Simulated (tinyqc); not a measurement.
## Electron mobility in a silicon inversion layer, empirical terms and Matthiessen rule: effect of the temperature

Inversion layer of sheet density Ns on a uniformly doped body, under a high-permittivity gate with an interlayer. The mobility terms are empirical power laws with prefactors chosen for the exercise; adding their inverses (Matthiessen) is itself an approximation.

Nc and Nv are given at 350 K and scale as (T/350 K)^1.5; Eg is fixed. ni = sqrt(Nc Nv) exp(-Eg/(2 Vt)), Eg in volts; Ndep = sqrt(2 eps0 eps_r Nb (2 Vt ln(Nb/ni) + Vsb)/q); E = q (Ndep + eta Ns)/(eps0 eps_r), in MV/cm. With t = T/(300 K): muC = Ac (Ns/1e12 cm^-2) t/(Nb/1e17 cm^-3 + Nit/1e11 cm^-2), muP = Ap E^(-1/3) t^(-1.75), muS = As E^(-gs), muR = Ar exp(2 ti/lr)/t; 1/mu is the sum of the inverses.

Inputs (values chosen for the exercise); material values close to those of silicon:
- Eg = 1.13 eV (band gap)
- eps_r = 11.7 (relative permittivity of the semiconductor)
- Nc = 3.59e19 cm^-3 (conduction-band density of states at the reference temperature)
- Nv = 3.38e19 cm^-3 (valence-band density of states at the reference temperature)
- Nb = 1.5e17 cm^-3 (body doping)
- Vsb = 0 V (reverse body bias)
- eta = 0.5 (weight of the inversion charge in the effective field)
- Ap = 416 cm^2/(V s) (phonon-limited mobility at 1 MV/cm and 300 K)
- As = 1140 cm^2/(V s) (roughness-limited mobility at 1 MV/cm)
- gs = 2 (exponent of the roughness term)
- Ac = 2900 cm^2/(V s) (Coulomb prefactor)
- Nit = 1.1e10 cm^-2 (charge at the interface)
- Ar = 360 cm^2/(V s) (remote-phonon mobility without interlayer)
- ti = 0.6 nm (interlayer thickness)
- lr = 0.8 nm (decay length of remote phonons)
- Ns = 2.8e12 cm^-2 (inversion density)

Constants: q = 1.602176634e-19 C, kB = 1.380649e-23 J/K, Vt = kB T/q, eps0 = 8.8541878128e-14 F/cm where lengths are in cm. Results are converted to the units shown.

Result of one run:
```
E (MV/cm),muC (cm^2/(V s)),muP (cm^2/(V s)),muS (cm^2/(V s)),muR (cm^2/(V s)),mu (cm^2/(V s))
0.42879,3362.3,1121.6,6200.2,2420.1,567.06
```

Which temperature T gave this result: 120, 200, 300 or 400 K?

T = 200 K.

The whole series:
```
T (K),E (MV/cm),muC (cm^2/(V s)),muP (cm^2/(V s)),muS (cm^2/(V s)),muR (cm^2/(V s)),mu (cm^2/(V s))
120,0.43730,2017.4,2724.1,5961.4,4033.5,782.20
160,0.43323,2689.9,1651.7,6073.9,3025.1,679.17
200,0.42879,3362.3,1121.6,6200.2,2420.1,567.06
250,0.42279,4202.9,762.58,6377.5,1936.1,449.93
300,0.41631,5043.5,557.13,6577.6,1613.4,361.66
350,0.40935,5884.1,427.80,6803.2,1382.9,296.07
400,0.40190,6724.6,340.73,7057.9,1210.1,246.81
450,0.39392,7565.2,279.12,7346.6,1075.6,209.18
```

As T goes from 120 to 450 K, E falls from 0.437 to 0.394 MV/cm and mu falls from 782 to 209 cm^2/(V s). The smallest term is the Coulomb one in the first row and the phonon one in the last. For T = 120 to 160 K dopant freeze-out and degenerate screening, left out here, matter.

Computed by the program tinyqc: `OMP_NUM_THREADS=1 python tinyqc.py 2510016 2510017 out.jsonl`, one thread of a shared Intel Xeon 2.30GHz, about 0.01 s for the whole run.
